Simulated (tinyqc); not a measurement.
# Grain-boundary trapping model (Seto) of a polycrystalline semiconductor film, step by step

A worked calculation. Computed by tinyqc, a small Python program that keeps every step. Command: `OMP_NUM_THREADS=1 python tinyqc.py 3008245 3008246 out.jsonl poly walk`. One thread of a shared host (Intel(R) Xeon(R) Processor @ 2.30GHz), about 0.01 s of CPU time with the checks. Intermediate numbers are printed to about 6 digits and carried at full precision; extremes and crossings named in words are read from the listed rows.

Grains of equal size L are joined by thin boundaries with one trap level. Trapped carriers deplete a width W on each side and raise a barrier, crossed by thermionic emission. Dopants are fully ionised, statistics are non-degenerate and mu_g does not depend on T.

Inputs (values chosen for the exercise, modelled on polycrystalline germanium):
```
quantity                                     value        unit
permittivity eps                                16           -
effective mass m                              0.21         m_0
effective density of states at 300 K, N_c  5.8e+18      1/cm^3
grain size L                                    42          nm
trap density Q_t                           2.1e+12      1/cm^2
trap level E_t below the band edge            0.23          eV
doping N                                     2e+17      1/cm^3
mobility inside the grains mu_g                580  cm^2/(V s)
temperature T                                  250           K
```

Grain interior: resistance included.

Constants: e = 1.602176634e-19 C; eps_0 = 8.8541878128e-12 F/m; k_B = 8.617333262e-05 eV/K; m_0 = 9.1093837015e-31 kg; k_B = 1.380649e-23 J/K.

## Critical doping

If all traps fill, the grain is just depleted at N* = Q_t/L, with the barrier e Q_t L/(8 eps eps_0).

N* = 5.00e+17 1/cm^3

barrier at N* with all traps filled = 0.124687 V

The traps stay filled only while e V_B is below E_t - k_B T ln(N_c(T)/N*) = 0.183 eV. The barrier above stays below that, so nearly all traps can fill.

## Barrier

N_c(T) = N_c (T/300 K)^(3/2). Filled traps Q = Q_t/(1 + (1/2) exp((E_t* - E_F)/k_B T)), where E_t* = e V_B - E_t and E_F are counted from the band edge at the grain centre. Partial depletion: Q = 2 N W, V_B = e N W^2/(2 eps eps_0), E_F = k_B T ln(N/N_c); solve for W. If that W would exceed L/2 the grain is fully depleted: W = L/2, Q = N L, and E_F follows from the trap equation. Centre density n_0 = N_c exp(E_F/k_B T).

depletion width W = 21 nm

barrier V_B = 0.0498747 V

E_F = -0.203793 eV

centre density n_0 = 3.43850e+14 1/cm^3

The grain is fully depleted, and n_0 is 0.00172 of N.

## Resistivity and effective mobility

Boundary: sigma_b = L e^2 n_0 exp(-e V_B/k_B T)/sqrt(2 pi m k_B T); drift through the grain, depleted parts included: rho_g = [(1 - 2W/L) + (2W/L) int_0^1 exp(y^2 s^2) ds]/(e n_0 mu_g); rho = 1/sigma_b + rho_g. Mean carrier density n_av = n_0 [(1 - 2W/L) + (2W/L) (sqrt(pi)/2) erf(y)/y], y = sqrt(e V_B/k_B T); effective mobility 1/(e n_av rho).

boundary resistivity = 175.933 ohm cm

drift resistivity rho_g = 87.9167 ohm cm

resistivity rho = 263.849 ohm cm

mean carrier density = 1.93985e+14 1/cm^3

effective mobility = 121.945 cm^2/(V s)

A single crystal with the same N and mu_g would have 0.0538 ohm cm, a factor 4900 lower.

## Activation energy

E_a = d ln(rho)/d(1/k_B T) from T - 5 K and T + 5 K; temperature coefficient d ln(rho)/dT.

activation energy E_a = 0.247857 eV

temperature coefficient = -4.60387 %/K

E_a is close to the trap depth E_t = 0.23 eV, since carriers must leave the traps.

## Against the doping

The formulas are those given above.

The same film:
```
N (1/cm^3)   W (nm)   V_B (V)  mean density (1/cm^3)  mobility (cm^2/(V s))  rho (ohm cm)
1.50e+16    21.0000  0.003741            1.77103e+12                356.527   9.88487e+03
5.00e+16    21.0000  0.012469            8.44453e+12                312.079   2.36837e+03
1.20e+17    21.0000  0.029925            4.38784e+13                214.892   6.61941e+02
2.50e+17    21.0000  0.062343            4.71582e+14                 80.940   1.63520e+02
4.00e+17    21.0000  0.099749            8.58376e+15                 20.190   3.60142e+01
6.00e+17    17.3330  0.101932            3.06115e+17                 15.212   1.34037e+00
1.00e+18    10.4904  0.062229            7.56709e+17                 61.596   1.33908e-01
2.00e+18     5.2494  0.031165            1.83566e+18                177.698   1.91344e-02
5.00e+18     2.1000  0.012468            4.91822e+18                292.849   4.33348e-03
2.00e+19     0.5250  0.003117            1.99769e+19                353.452   8.83958e-04
```

The barrier peaks among these rows at N = 6.0e17 (0.102 V) and the mobility has its minimum at 6.0e17; N* is 5.0e17. While the grain is fully depleted (W = L/2) V_B grows as N; once all traps are filled it falls as 1/N (last exponent -1.00). Partly depleted rows (W < L/2) with e V_B below 2 k_B T stretch the depletion approximation. Where N approaches N_c the non-degenerate statistics fail. rho drops most steeply, as N^-8.1, between 4.0e17 and 6.0e17.

Checks made by the program: charge in the traps against the depleted charge (relative difference below 1e-10).
